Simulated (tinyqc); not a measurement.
# Fully depleted semiconductor-on-insulator film with two gates, non-linear Poisson equation by Newton steps: two studies

One dimension across the film, front interface at x = 0, back interface at x = ts. psi is counted from the intrinsic level, n = ni exp(psi/Vt) (source grounded), holes neglected, acceptors ionised. Gates act through Cox = eps0 eox/tox and Cbox = 3.9 eps0/tb with potentials G1 = Vg - (phiM - chi - Vt ln(Nc/ni)) and G2 = Vb - (phiB - chi - Vt ln(Nc/ni)). Classical Boltzmann densities, no interface charge, no depletion in the back plane.

Inputs (values chosen for the exercise); band and dielectric values close to those of In0.53Ga0.47As:
- T = 300 K (temperature)
- Eg = 0.747 eV (band gap)
- eps_r = 13.9 (relative permittivity)
- Nc = 2.1e17 cm^-3 (conduction-band density of states at T)
- Nv = 7.67e18 cm^-3 (valence-band density of states at T)
- chi = 4.59 eV (electron affinity)
- eox = 3.9 (relative permittivity of the gate insulator (close to silicon dioxide))
- tox = 2.1 nm (insulator thickness)
- ts = 5 nm (film thickness)
- tb = 69 nm (buried-oxide thickness (eps_r 3.9))
- Na = 1e15 cm^-3 (acceptor density of the film)
- phiM = 5.29 eV (work function of the front gate)
- phiB = 4.64 eV (work function of the back plane)
- Vb = 0 V (back-gate voltage)

Constants: q = 1.602176634e-19 C, kB = 1.380649e-23 J/K, Vt = kB T/q, eps0 = 8.8541878128e-14 F/cm where lengths are in cm. Results are converted to the units shown.

Each table varies one quantity; the others keep the values above.

## Charge against front-gate voltage

ni = sqrt(Nc Nv) exp(-Eg/(2 Vt)), Eg in volts. The Poisson equation eps0 eps_r d2psi/dx2 = q (n + Na), with -eps0 eps_r dpsi/dx = Cox (G1 - psi) at x = 0 and eps0 eps_r dpsi/dx = Cbox (G2 - psi) at x = ts, is solved on 300 equal intervals with half boxes at both ends; N_inv is the trapezoid sum of n. Swing = ln 10/(d ln N_inv/dVg); the last column is (dN_inv/dVb)/(dN_inv/dVg).

Charge against front-gate voltage:

| Vg (V) | psi front (V) | psi back (V) | N_inv (cm^-2) | centroid/ts | swing (mV/decade) | q dN_inv/dVg over Cox | back/front leverage |
|---|---|---|---|---|---|---|---|
| 0.31 | -0.0532 | -0.0466 | 4.90e4 | 0.521 | 61.9 | 1.78e-7 | 0.0406 |
| 0.46 | 0.0924 | 0.0961 | 1.29e7 | 0.512 | 61.9 | 4.69e-5 | 0.0404 |
| 0.61 | 0.238 | 0.238 | 3.37e9 | 0.502 | 62.8 | 0.0120 | 0.0402 |
| 0.76 | 0.358 | 0.348 | 2.74e11 | 0.468 | 135 | 0.456 | 0.0390 |
| 0.91 | 0.412 | 0.378 | 1.25e12 | 0.389 | 376 | 0.745 | 0.0363 |
| 1.06 | 0.442 | 0.388 | 2.48e12 | 0.323 | 663 | 0.838 | 0.0345 |
| 1.21 | 0.463 | 0.392 | 3.81e12 | 0.275 | 966 | 0.884 | 0.0334 |
| 1.36 | 0.478 | 0.394 | 5.19e12 | 0.240 | 1.28e3 | 0.910 | 0.0327 |
| 1.51 | 0.490 | 0.396 | 6.60e12 | 0.213 | 1.60e3 | 0.927 | 0.0323 |

Read the table: what changes, and by how much?

N_inv passes 1e11 cm^-2 at Vg = 0.713 V. The swing starts at 61.9 mV a decade, against (1 + k) Vt ln 10 = 61.3 for a front channel with k = Cs Cbox/(Cox (Cs + Cbox)) = 0.0298, Cs = eps0 eps_r/ts; above threshold this column is no longer a subthreshold swing. The centroid falls from 0.521 to 0.213 of ts and the leverage of the back gate falls from 0.0406 to 0.0323. For Vg = 0.76, 0.91, 1.06, 1.21, 1.36, 1.51 the density at an interface exceeds 0.3 Nc, where Boltzmann statistics fail. In every row the classical centroid lies within 3 nm of an interface, where confinement, left out, would push it away.

## Threshold and coupling against the acceptor density of the film

VT is the Vg for N_inv = 1e11 cm^-2; -dVT/dVb from the linearised equation. Limits with Cs = eps0 eps_r/ts: front channel Cs Cbox/(Cox (Cs + Cbox)), back channel Cbox (Cox + Cs)/(Cox Cs). Swing at N_inv = 1e8 cm^-2.

The same in every row: front-channel limit = 0.0298; back-channel limit = 0.0508.

Results:

| Na (cm^-3) | VT (V) | centroid/ts at VT | -dVT/dVb | swing (mV/decade) |
|---|---|---|---|---|
| 1e15 | 0.713 | 0.487 | 0.0397 | 62.0 |
| 3e15 | 0.713 | 0.486 | 0.0397 | 62.0 |
| 9e15 | 0.713 | 0.486 | 0.0397 | 62.0 |
| 8e16 | 0.717 | 0.482 | 0.0396 | 62.0 |
| 2e17 | 0.724 | 0.476 | 0.0395 | 61.9 |
| 7e17 | 0.754 | 0.450 | 0.0390 | 61.9 |
| 2e18 | 0.828 | 0.379 | 0.0375 | 61.8 |

Estimate the missing row, Na = 3e16 cm^-3.

Computed row:

| Na (cm^-3) | VT (V) | centroid/ts at VT | -dVT/dVb | swing (mV/decade) |
|---|---|---|---|---|
| 3e16 | 0.714 | 0.485 | 0.0397 | 62.0 |

With this row back in the table: As Na goes from 1e15 to 2e18, VT rises from 0.713 to 0.828 V, the centroid falls from 0.487 to 0.379 of ts and -dVT/dVb falls from 0.0397 to 0.0375. The coupling covers 47.2 % of the way from the front-channel to the back-channel limit in the first row and 36.7 % in the last.

Range of the model: In so thin a film or at such density quantum confinement moves the charge away from the interfaces and raises the threshold.

Numbers from tinyqc (`OMP_NUM_THREADS=1 python tinyqc.py 2190116 2190117 out.jsonl`; about 0.6 s on one thread of a shared Intel Xeon 2.30GHz).
